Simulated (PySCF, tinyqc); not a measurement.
Inside a calculation. Method: RKS/BP86 in the sto-3g basis, for BeH+, spin multiplicity 1. The lowest restricted solution is unstable here: a spin-polarised one lies 0.0115 hartree lower (PySCF). One step of it, computed by the program tinyqc.

Question. Iteration 2: building the Kohn-Sham matrix. J_ij = sum D_kl (ij|kl); F = H + J + V_xc; E = tr D H + tr D J / 2 + E_xc + E_nn.

D after iteration 1, lower triangle:
```
            1Be 1s     1Be 2s   1Be 2px   1Be 2py    1Be 2pz     2H 1s
1Be 1s    1.708755
1Be 2s   -0.417279   1.600427
1Be 2px   0.000000   0.000000  0.348324
1Be 2py   0.000000   0.000000  0.134164  0.051676
1Be 2pz   0.102141  -0.420698  0.000000  0.000000   0.120256
2H 1s     0.016389  -0.062923  0.000000  0.000000  -0.046540  0.415523
```

core Hamiltonian H = T + V (hartree), lower triangle:
```
            1Be 1s     1Be 2s    1Be 2px    1Be 2py    1Be 2pz      2H 1s
1Be 1s   -8.070960
1Be 2s   -1.985159  -2.305801
1Be 2px   0.000000   0.000000  -1.828380
1Be 2py   0.000000   0.000000   0.000000  -1.828380
1Be 2pz  -0.004796  -0.051711   0.000000   0.000000  -1.856393
2H 1s    -0.026691  -0.203844   0.000000   0.000000  -0.283806  -1.281946
```

Two-electron integrals (ij|kl) in chemists' order, unique and non-zero (hartree):
```
(11|11) 2.298831   (21|11) 0.392036   (21|21) 0.079539   (22|11) 0.570988
(22|21) 0.143041   (22|22) 0.417683   (31|31) 0.014607   (32|31) 0.021888
(32|32) 0.092265   (33|11) 0.569578   (33|21) 0.143083   (33|22) 0.417589
(33|33) 0.449859   (41|41) 0.014607   (42|41) 0.021888   (42|42) 0.092265
(43|43) 0.024249   (44|11) 0.569578   (44|21) 0.143083   (44|22) 0.417589
(44|33) 0.401360   (44|44) 0.449859   (51|51) 0.014607   (52|51) 0.021888
(52|52) 0.092265   (53|53) 0.024249   (54|54) 0.024249   (55|11) 0.569578
(55|21) 0.143083   (55|22) 0.417589   (55|33) 0.401360   (55|44) 0.401360
(55|55) 0.449859   (61|11) 0.004886   (61|21) 0.001003   (61|22) 0.001860
(61|33) 0.001843   (61|44) 0.001843   (61|51) 0.000118   (61|52) 0.000226
(61|55) 0.001896   (61|61) 0.000014   (62|11) 0.033535   (62|21) 0.008639
(62|22) 0.030621   (62|33) 0.029305   (62|44) 0.029305   (62|51) 0.001041
(62|52) 0.008287   (62|55) 0.033214   (62|61) 0.000127   (62|62) 0.005279
(63|31) 0.000433   (63|32) 0.002624   (63|53) 0.001123   (63|63) 0.000267
(64|41) 0.000433   (64|42) 0.002624   (64|54) 0.001123   (64|64) 0.000267
(65|11) 0.046485   (65|21) 0.012026   (65|22) 0.043583   (65|33) 0.041381
(65|44) 0.041381   (65|51) 0.001589   (65|52) 0.012692   (65|55) 0.047931
(65|61) 0.000178   (65|62) 0.008108   (65|65) 0.012526   (66|11) 0.203840
(66|21) 0.052899   (66|22) 0.203133   (66|33) 0.194166   (66|44) 0.194166
(66|51) 0.004793   (66|52) 0.050862   (66|55) 0.220815   (66|61) 0.000758
(66|62) 0.051814   (66|65) 0.082678   (66|66) 0.774606
```

nuclear repulsion = 0.81537321 hartree

V_xc (hartree), lower triangle:
```
            1Be 1s     1Be 2s    1Be 2px    1Be 2py    1Be 2pz      2H 1s
1Be 1s   -1.431532
1Be 2s   -0.202055  -0.301163
1Be 2px   0.000000   0.000000  -0.311453
1Be 2py   0.000000   0.000000  -0.008314  -0.293053
1Be 2pz   0.005243   0.039645   0.000000   0.000000  -0.288438
2H 1s    -0.002420  -0.021868   0.000000   0.000000  -0.032600  -0.331510
```

E_xc = sum of w rho eps_xc = -2.42903421 hartree

Give: Coulomb J; Kohn-Sham matrix F; total energy of this density.

Answer.

Coulomb J (hartree), lower triangle:
```
          1Be 1s   1Be 2s  1Be 2px  1Be 2py  1Be 2pz   2H 1s
1Be 1s    4.8874
1Be 2s    0.9267   1.8186
1Be 2px   0.0000   0.0000   1.8211
1Be 2py   0.0000   0.0000   0.0065   1.8067
1Be 2pz  -0.0137  -0.0542   0.0000   0.0000   1.8200
2H 1s     0.0116   0.1282   0.0000   0.0000   0.1833  0.9993
```

Kohn-Sham matrix F (hartree), lower triangle:
```
          1Be 1s   1Be 2s  1Be 2px  1Be 2py  1Be 2pz    2H 1s
1Be 1s   -4.6151
1Be 2s   -1.2605  -0.7884
1Be 2px   0.0000   0.0000  -0.3187
1Be 2py   0.0000   0.0000  -0.0018  -0.3147
1Be 2pz  -0.0133  -0.0663   0.0000   0.0000  -0.3248
2H 1s    -0.0175  -0.0975   0.0000   0.0000  -0.1331  -0.6141
```

total energy of this density = -12.900975 hartree

This density is a damped mixture and is not idempotent.
